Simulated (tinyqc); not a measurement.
Worked calculation: Born-Oppenheimer dynamics on the unrestricted LDA (VWN5)/sto-3g surface (energies and gradients from PySCF), for H3, spin multiplicity 2. One step of it, computed by the program tinyqc.

Question. Velocity Verlet step 1. dt = 1 fs = 41.3414 atomic units; x' = x + v dt - g dt^2 / (2m); after the new gradient g', v' = v - (g + g') dt / (2m).

positions (bohr):
```
            x          y          z
1H   0.020787  -0.047243  -0.126612
2H   0.052912   0.043464   1.430523
3H  -0.017008  -0.037795  -1.536347
```

velocities (bohr per atomic time unit):
```
               x             y             z
1H   0.000003333  -0.000060333  -0.000086667
2H   0.000060333   0.000101667  -0.000067667
3H  -0.000063667  -0.000041333   0.000154333
```

gradient (hartree/bohr):
```
              x            y            z
1H  -0.00080937   0.00090357  -0.02764102
2H  -0.00198249  -0.00268302  -0.08549940
3H   0.00279186   0.00177945   0.11314041
```

masses (electron masses): 1H 1837.152588, 2H 1837.152588, 3H 1837.152588

gradient after step 1 (hartree/bohr):
```
              x            y            z
1H  -0.00051554   0.00024312  -0.01745881
2H  -0.00175467  -0.00209404  -0.06949705
3H   0.00227021   0.00185091   0.08695587
```

Give: positions after step 1; velocities after step 1.

Answer.

positions after step 1 (bohr):
```
          x        y        z
1H   0.0213  -0.0502  -0.1173
2H   0.0563   0.0489   1.4675
3H  -0.0209  -0.0403  -1.5826
```

velocities after step 1 (bohr per atomic time unit):
```
             x           y           z
1H   0.0000182  -0.0000732   0.0004208
2H   0.0001024   0.0001554   0.0016763
3H  -0.0001206  -0.0000822  -0.0020970
```
